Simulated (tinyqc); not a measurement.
A fit that cannot start: fitting sp3s* parameters to three gaps by Newton steps.

sp3s* tight binding, nearest neighbours only: anion (a) at 0, cation (c) at a/4 (1,1,1), orbitals s, px, py, pz, s* on each; k in units of 2 pi/a. With phases e_j = exp(i (pi/2) k.n_j) for n = (1,1,1), (1,-1,-1), (-1,1,-1), (-1,-1,1): g0 = (e1+e2+e3+e4)/4, g1 = (e1+e2-e3-e4)/4, g2 = (e1-e2+e3-e4)/4, g3 = (e1-e2-e3+e4)/4. The diagonal holds the levels Esa, Epa, Exa (s*) and Esc, Epc, Exc. Anion-cation block: <sa|sc> = Vss g0; <sa|xc> = Vsapc g1; <xa|sc> = -Vscpa g1; <xa|xc> = Vxx g0; <xa|yc> = <ya|xc> = Vxy g3, <xa|zc> = <za|xc> = Vxy g2, <ya|zc> = <za|yc> = Vxy g1; <s*a|xc> = Vxapc g1; <xa|s*c> = -Vpaxc g1; y and z take g2 and g3 in place of g1; s-s* and s*-s* vanish.

Gaps are level 5 at Gamma, X = (1,0,0) and L = (1/2,1/2,1/2) less level 4 at Gamma; no spin-orbit coupling. Free parameters: Vxapc, Vpaxc and Vsapc. H is linear in them, so by Hellmann-Feynman J_ij = <u|dH/dp_j|u> for level 5 at point i less the same for level 4 at Gamma. Newton: p(new) = p + J^-1 (target - gaps); stop when all misses are below 1e-7 eV.

Values chosen for the exercise (out of a larger set: near a published set for GaAs, fitted to gaps, whose masses and valley positions are rough; not measured data): p = (-8.367, 1.044, -2.662, 3.683, 8.58, 6.737, -6.441, 1.961, 5.093, 4.477, 5.77, 4.845, 4.811) eV (start, order Esa, Epa, Esc, Epc, Exa, Exc, Vss, Vxx, Vxy, Vsapc, Vscpa, Vxapc, Vpaxc); tg = (1.451, 1.9558, 1.7759) eV (target gaps at Gamma, X, L).

J at the start, its singular values and the left singular vector of the smallest (largest component positive).

J:
```
         Vxapc    Vpaxc   Vsapc
Gamma   0.0000   0.0000  0.0000
X      -0.8538   0.0000  0.4972
L      -0.2330  -0.1284  0.3130
```

singular values: 1.0534  0.1875  0.0000

left singular vector: Gamma 1.000, X 0.000, L 0.000

Can these three parameters meet the three targets?

No. The smallest singular value is 0.0000, so some combination of gaps cannot be moved: the row for Gamma is zero, as none of the three parameters enters that gap. A rerun with Vss, Vxapc and Vpaxc free meets the targets in 4 steps, at -6.355, 4.930 and 3.328 eV.

(tinyqc, `OMP_NUM_THREADS=1 python tinyqc.py 1482239 1482240 out.jsonl`, Intel(R) Xeon(R) Processor @ 2.30GHz, 1 thread, shared host, about 0.04 s.)
